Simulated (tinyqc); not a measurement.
What moves the results: three-level Kane dispersion of a narrow-gap semiconductor. A value that a table varies takes the place of the one given here.

Zero of energy at Gamma8, c = hbar^2/2m0, P^2 = Ep c. The free-electron term and remote bands are left out, so the heavy holes are flat at E = 0 and the other three bands obey E (E - Eg)(E + Dso) = P^2 k^2 (E + 2 Dso/3). The conduction band is the highest root; its edge is Ec = max(Eg, 0).

Degenerate electrons at T = 0: kF = (3 pi^2 n)^(1/3), 1 cm^-3 = 1e-24 angstrom^-3; EF is the highest root at kF. The momentum (cyclotron, optical) mass is m(E) = hbar^2 k/(dE/dk) = c d(k^2)/dE with d(k^2)/dE = k^2 [1/E + 1/(E - Eg) + 1/(E + Dso) - 1/(E + 2 Dso/3)]; the density of states is k d(k^2)/dE/(2 pi^2).

Edge mass m0* = 3 |Eg|/(2 Ep).
Constants: hbar^2/2m0 = 3.80998211 eV angstrom^2.

Values chosen for the exercise (near those of HgTe; the results hold for these values, not for the real material): Eg = -0.314 eV (E(Gamma6) - E(Gamma8)); Dso = 1.08 eV (spin-orbit splitting); Ep = 19.6 eV (Kane energy); k = 0.026 1/angstrom (wave vector); n = 5.2e+17 cm^-3 (electron density).

## Filling the band

n from 1e15 to 1e19 cm^-3. The last column is the local power d ln(EF - Ec)/d ln n = kF^2/(1.5 (EF - Ec) d(k^2)/dE).

Results:

| n (cm^-3) | kF (1/angstrom) | EF - Ec (meV) | parabolic (meV) | m(EF) | m(EF)/m0* | power |
|---|---|---|---|---|---|---|
| 1.0e+15 | 0.00309 | 1.5 | 1.5 | 0.0242 | 1.01 | 0.664 |
| 1.0e+16 | 0.00667 | 6.9 | 7.0 | 0.0249 | 1.04 | 0.655 |
| 3.0e+16 | 0.00961 | 14.1 | 14.7 | 0.0259 | 1.08 | 0.643 |
| 1.0e+17 | 0.01436 | 30.2 | 32.7 | 0.0279 | 1.16 | 0.620 |
| 3.0e+17 | 0.02071 | 58.8 | 68.0 | 0.0315 | 1.31 | 0.588 |
| 1.0e+18 | 0.03094 | 116.1 | 151.7 | 0.0386 | 1.60 | 0.543 |
| 3.0e+18 | 0.04462 | 205.9 | 315.6 | 0.0491 | 2.04 | 0.500 |
| 1.0e+19 | 0.06665 | 366.3 | 704.3 | 0.0672 | 2.80 | 0.458 |

The power falls from 0.664 to 0.458: 2/3 marks a parabola, 1/3 a linear band. The parabola is within 10 % up to n = 1.0e+17 cm^-3. The mass has doubled by n = 3.0e+18 cm^-3 and ends at 2.8 times its edge value.

## Closing and inverting the gap

Eg is varied at fixed k, Dso and Ep. Edge mass: Eg (Eg + Dso)/(Ep (Eg + 2 Dso/3)) for Eg > 0, 3 |Eg|/(2 Ep) for Eg < 0. The Gamma6 weight of the conduction state is 1/(1 + P^2 k^2 [(2/3)/E^2 + (1/3)/(E + Dso)^2]).

Results:

| Eg (eV) | m0* | highest root (eV) | middle (eV) | lowest (eV) | E - Ec (meV) | Gamma6 weight |
|---|---|---|---|---|---|---|
| -0.300 | 0.02296 | 0.0897 | -0.3679 | -1.1018 | 89.7 | 0.192 |
| -0.150 | 0.01148 | 0.1276 | -0.2593 | -1.0983 | 127.6 | 0.325 |
| -0.060 | 0.00459 | 0.1617 | -0.2050 | -1.0967 | 161.7 | 0.435 |
| -0.015 | 0.00115 | 0.1826 | -0.1816 | -1.0960 | 182.6 | 0.495 |
| 0.015 | 0.00114 | 0.1981 | -0.1675 | -1.0956 | 183.1 | 0.535 |
| 0.060 | 0.00447 | 0.2235 | -0.1485 | -1.0950 | 163.5 | 0.594 |
| 0.150 | 0.01082 | 0.2818 | -0.1179 | -1.0939 | 131.8 | 0.698 |
| 0.300 | 0.02071 | 0.3963 | -0.0840 | -1.0924 | 96.3 | 0.818 |

The edge mass vanishes with |Eg| from both sides, yet the kinetic energy at this k stays finite, at most 183.1 meV in the table; at Eg = 0 the two-level form, without the split-off band, gives the linear value sqrt(2/3) P k = 183.4 meV. The Gamma6 weight of the conduction state goes smoothly from 0.19 to 0.82 and is 0.50 and 0.54 in the two rows next to Eg = 0: at finite k nothing jumps at the inversion.

## What each parameter does

Edge mass, EF - Ec and m(EF). Each row changes one parameter from the base and keeps the others.

Results:

| case | m0* (m0) | EF - Ec (meV) | m(EF) (m0) |
|---|---|---|---|
| base | 0.02403 | 80.76 | 0.03426 |
| n = 1.04e+18 cm^-3 | 0.02403 | 118.64 | 0.03886 |
| Eg = -0.3611 eV | 0.02764 | 73.20 | 0.03672 |
| Dso = 1.242 eV | 0.02403 | 80.48 | 0.03446 |
| Ep = 16.66 eV | 0.02827 | 70.24 | 0.03877 |

The largest shifts from the base row, up to three for each result and ties (the steps differ in size, so this ranks the rows, not the parameters). m0* (m0): Ep +0.00424, Eg +0.00360; unchanged at the printed digits by n and Dso. EF - Ec (meV): n +37.88, Ep -10.52, Eg -7.57. m(EF) (m0): n +0.00460, Ep +0.00452, Eg +0.00246.

Run: tinyqc, `OMP_NUM_THREADS=1 python tinyqc.py 1080570 1080571 out.jsonl`; Intel(R) Xeon(R) Processor @ 2.30GHz, one thread, shared host; about 0.01 s of CPU time with all checks.
